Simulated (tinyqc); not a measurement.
# Trench capacitor in an array: capacitance, non-linearity, leakage and relaxation: what changes with what

A film between two metal electrodes, each interface adding a series capacitance ci. The small-signal permittivity is ek (1 + aq E^2); the field is found with the linear permittivity. Leakage J = J0 sinh(E/Ef). After a voltage step the film passes a relaxation current kr C V tt^(-nr), tt being the time in seconds. The sidewall is a coaxial capacitor with radii a = dm/2 - t and b = dm/2, depth AR dm; the end face is left out.

Parameters, values chosen for the exercise; permittivity of the order of that of strontium titanate:

| symbol | value | unit | meaning |
|---|---|---|---|
| ek | 158 |  | relative permittivity of the film |
| t | 11 | nm | film thickness |
| ci | 43 | uF/cm^2 | capacitance of each electrode interface (dead layer and screening) |
| aq | -0.038 | cm^2/MV^2 | quadratic field coefficient of the permittivity |
| V | 1.5 | V | bias |
| nr | 0.942 |  | exponent of the relaxation current |
| kr | 0.00042 |  | strength of the relaxation |
| J0 | 9.1e-11 | A/cm^2 | leakage prefactor |
| Ef | 0.16 | MV/cm | field for an e-fold rise of the leakage |
| dm | 78 | nm | diameter of the hole |
| AR | 30 |  | aspect ratio, depth over diameter |
| pt | 120 | nm | pitch of the square array |
| rho | 100 | uohm cm | resistivity of the inner electrode |
| t0 | 2e-8 | s | duration of the write pulse |

Constants: eps0 = 8.8541878128e-14 F/cm where lengths are in cm. Results are converted to the units shown.

Each table varies one quantity; the others keep the values above.

## Capacitance, non-linearity and leakage against thickness

Planar film: Cf = eps0 ek/t, 1/C = 1/Cf + 2/ci, EOT = 3.9 eps0/C, effective permittivity C t/eps0, E = (V/t) C/Cf; quadratic coefficient [C(V)/C - 1]/V^2 with Cf (1 + aq E^2) in C(V).

Results:

| t (nm) | C (uF/cm^2) | EOT (nm) | effective permittivity | E (MV/cm) | quadratic coefficient (ppm/V^2) | J (A/cm^2) |
|---|---|---|---|---|---|---|
| 7.9 | 9.7104 | 0.35561 | 86.640 | 1.0412 | -10230 | 3.0487e-8 |
| 13 | 7.1717 | 0.48150 | 105.30 | 0.76896 | -6705.6 | 5.5617e-9 |
| 17 | 5.9513 | 0.58023 | 114.26 | 0.63811 | -4994.8 | 2.4543e-9 |
| 22 | 4.9075 | 0.70365 | 121.94 | 0.52619 | -3617.5 | 1.2181e-9 |
| 28 | 4.0542 | 0.85175 | 128.21 | 0.43470 | -2593.1 | 6.8553e-10 |
| 36 | 3.2911 | 1.0492 | 133.81 | 0.35288 | -1782.5 | 4.0790e-10 |
| 47 | 2.6145 | 1.3207 | 138.79 | 0.28034 | -1166.3 | 2.5450e-10 |
| 60 | 2.1035 | 1.6416 | 142.54 | 0.22554 | -775.21 | 1.7518e-10 |

Estimate the missing row, t = 10 nm.

Computed row:

| t (nm) | C (uF/cm^2) | EOT (nm) | effective permittivity | E (MV/cm) | quadratic coefficient (ppm/V^2) | J (A/cm^2) |
|---|---|---|---|---|---|---|
| 10 | 8.4751 | 0.40745 | 95.718 | 0.90872 | -8554.6 | 1.3322e-8 |

With this row back in the table: C falls from 9.71 to 2.10 uF/cm^2 while the effective permittivity goes from 86.6 to 143 (ek = 158). EOT is a straight line in t with slope 3.9/ek = 0.0247 and intercept 0.161 nm. The quadratic coefficient goes as t^(-0.76) between the first two rows and t^(-1.67) between the last two (-2 without interfaces), and J falls by 2.24 decades.

## Cell against the film thickness

Per length 1/c = ln(b/a)/(2 pi eps0 ek) + (1/a + 1/b)/(2 pi ci); cell capacitance c AR dm; per footprint over pt^2; fields c V/(2 pi eps0 ek r) at r = a and b; resistance of the inner electrode rho AR dm/(pi a^2); time constant R C/3 of the distributed line.

Cell against the film thickness:

| t (nm) | cell capacitance (fF) | per footprint (uF/cm^2) | field at a (MV/cm) | field at b (MV/cm) | R (kohm) | R C/3 (ps) |
|---|---|---|---|---|---|---|
| 3.7 | 74.723 | 518.91 | 1.5437 | 1.3973 | 0.59775 | 14.888 |
| 4.9 | 65.695 | 456.21 | 1.4050 | 1.2284 | 0.64056 | 14.027 |
| 6.7 | 55.197 | 383.31 | 1.2462 | 1.0321 | 0.71394 | 13.136 |
| 9 | 45.282 | 314.46 | 1.1008 | 0.84674 | 0.82761 | 12.492 |
| 12 | 35.981 | 249.87 | 0.97186 | 0.67283 | 1.0217 | 12.254 |
| 16 | 27.318 | 189.70 | 0.86617 | 0.51082 | 1.4080 | 12.821 |
| 22 | 18.612 | 129.25 | 0.79840 | 0.34802 | 2.5773 | 15.989 |

What does the table show?

As t goes from 3.7 to 22, the cell capacitance falls from 74.7 to 18.6 fF, the capacitance per footprint falls from 519 to 129 uF/cm^2, the ratio of the two fields rises from 1.10 to 2.29 and R C/3 goes from 14.9 through a minimum of 12.3 (at t = 12 among the rows listed) to 16.0 ps; the time constant goes as t^(-0.21) between the first two rows and t^(0.69) between the last two.

## Charge lost after writing

Planar film: Cf = eps0 ek/t, 1/C = 1/Cf + 2/ci, EOT = 3.9 eps0/C, effective permittivity C t/eps0, E = (V/t) C/Cf. A capacitor written for t0 and then left open loses, as a share of C V, kr (tt^(1 - nr) - t0^(1 - nr))/(1 - nr) by relaxation and J tt/(C V) by leakage; both are taken as small, and rows far outside that range are left out.

The same in every row: leakage current (nA/cm^2) = 9.631.

Results:

| tt (s) | relaxation current (nA/cm^2) | loss by relaxation (%) | loss by leakage (%) | total loss (%) |
|---|---|---|---|---|
| 1e-6 | 2.259e6 | 0.06596 | 8.035e-8 | 0.06596 |
| 1e-5 | 2.582e5 | 0.1124 | 8.035e-7 | 0.1124 |
| 0.0001 | 2.951e4 | 0.1655 | 8.035e-6 | 0.1655 |
| 0.001 | 3372 | 0.2261 | 8.035e-5 | 0.2262 |
| 0.01 | 385.4 | 0.2954 | 8.035e-4 | 0.2962 |
| 0.1 | 44.05 | 0.3746 | 0.008035 | 0.3827 |
| 10 | 0.5754 | 0.5686 | 0.8035 | 1.372 |

Estimate the missing row, tt = 1 s.

Computed row:

| tt (s) | relaxation current (nA/cm^2) | loss by relaxation (%) | loss by leakage (%) | total loss (%) |
|---|---|---|---|---|
| 1 | 5.034 | 0.4651 | 0.08035 | 0.5455 |

With this row back in the table: The two currents are equal at tt = 0.502 s. The loss by relaxation grows from 0.0660 to 0.569 %, by 0.0464 points over the first decade and 0.103 over the last, while the loss by leakage grows tenfold a decade. Leakage is the larger loss for tt = 10 s.

Computed by the program tinyqc: `OMP_NUM_THREADS=1 python tinyqc.py 2102095 2102096 out.jsonl`, one thread of a shared Intel Xeon 2.30GHz, about 0.01 s for the whole run.
